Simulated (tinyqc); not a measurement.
Choosing the offset: vacuum evaporation: vapour pressure, source flux, thickness distribution, purity and step coverage. Computed by tinyqc, a small Python program. Command: `OMP_NUM_THREADS=1 python tinyqc.py 3112201 3112202 out.jsonl evap walk`. One thread of a shared host (Intel(R) Xeon(R) Processor @ 2.30GHz), about 0.01 s of CPU time with the checks.

Molecular flow, unit sticking of the metal, no re-evaporation. The background gas is taken as water vapour (18.015 g/mol, collision diameter 0.37 nm) at 300 K.

Inputs (values chosen for the exercise, modelled on nickel, with constants for the liquid): directionality n = 4; source-to-wafer distance h = 51 cm; wafer radius R = 7.5 cm.

Method. Rotating wafer, source offset by s and facing upwards: thickness at radius r is the mean over the angle a of (1 + (r^2 + s^2 - 2 r s cos a)/h^2)^(-(n + 3)/2), by 360 equal steps; non-uniformity (max - min)/(max + min) over 21 radii from 0 to R. The curvature at the centre vanishes at s/h = sqrt(2/(n + 3)).

Against the offset:
```
s/h,centre thickness,edge over centre,non-uniformity (%)
0.0,1.0000,0.9279,3.7425
0.2,0.8717,0.9418,2.9959
0.4,0.5948,0.9748,1.2757
0.5,0.4579,0.9928,0.3593
0.6,0.3409,1.0093,0.4651
0.7,0.2477,1.0232,1.1487
0.8,0.1770,1.0341,1.6765
0.9,0.1254,1.0420,2.0565
1.1,0.0623,1.0504,2.4569
```

What follows from these numbers?

The best row, s/h = 0.5, has 0.36 % against 3.7 % on the axis, at the price of a rate lower by a factor 2.18; the small-wafer optimum is sqrt(2/(n + 3)) = 0.53.

Extremes, crossings and ranges named in words are read from the listed rows.
